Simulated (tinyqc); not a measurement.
Cell-based percolation model of oxide breakdown: two steps of the calculation.

The oxide, of thickness n a, is cut into cubic cells. A cell is defective with the chance l = 1 - exp(-a^3 N), N = N1 (t/1 s)^al. A column of n defective cells breaks the oxide down, and the area holds M = A/a^2 independent columns: 1 - F = (1 - l^n)^M.

Parameters, values chosen for the exercise: edge of a cell a = 1.3 nm; cells across the oxide n = 3; area A = 0.024 um^2; exponent of defect growth al = 0.49; defect density after 1 s N1 = 2.6e18 cm^-3.

Question 1. Critical defect density. At F = 1 - 1/e: l_c = (1 - exp(-1/M))^(1/n), N_bd = -ln(1 - l_c)/a^3, t63 = (N_bd/N1)^(1/al). W = ln(-ln(1 - F)); for small l, W = ln M + n ln(a^3 N), so the Weibull slope is n al.

Wanted: thickness; M; l_c; N_bd; N_bd times thickness; t63; n al.

Answer 1.

thickness = 3.9000 nm
M = 14201
l_c = 0.041294
N_bd = 1.9195e19 cm^-3
N_bd times thickness = 7.4859e12 cm^-2
t63 = 59.136 s
n al = 1.4700

Question 2. The distribution. N, l, F and W = ln(-ln(1 - F)) at each time; the slope is taken between the end points.

| point | t (s) |
|---|---|
| 0 | 0.11 |
| 1 | 0.54 |
| 2 | 2.6 |
| 3 | 12 |
| 4 | 37 |
| 5 | 59 |
| 6 | 110 |

Give: N; l; F; W; slope.

Answer 2.

| point | N (cm^-3) | l | F | W |
|---|---|---|---|---|
| 0 | 8.8157e17 | 0.0019349 | 1.0287e-4 | -9.1820 |
| 1 | 1.9224e18 | 0.0042146 | 0.0010626 | -6.8465 |
| 2 | 4.1525e18 | 0.0090816 | 0.010580 | -4.5434 |
| 3 | 8.7856e18 | 0.019117 | 0.094452 | -2.3105 |
| 4 | 1.5254e19 | 0.032958 | 0.39856 | -0.6764 |
| 5 | 1.9173e19 | 0.041248 | 0.63090 | -0.0033 |
| 6 | 2.6017e19 | 0.055556 | 0.91243 | 0.8901 |

slope = 1.4581

The slope is 0.81 % below n al, since l grows a little more slowly than N.

Computed by the program tinyqc: `OMP_NUM_THREADS=1 python tinyqc.py 2070098 2070099 out.jsonl`, one thread of a shared Intel Xeon 2.30GHz, about 0.01 s for the whole run.
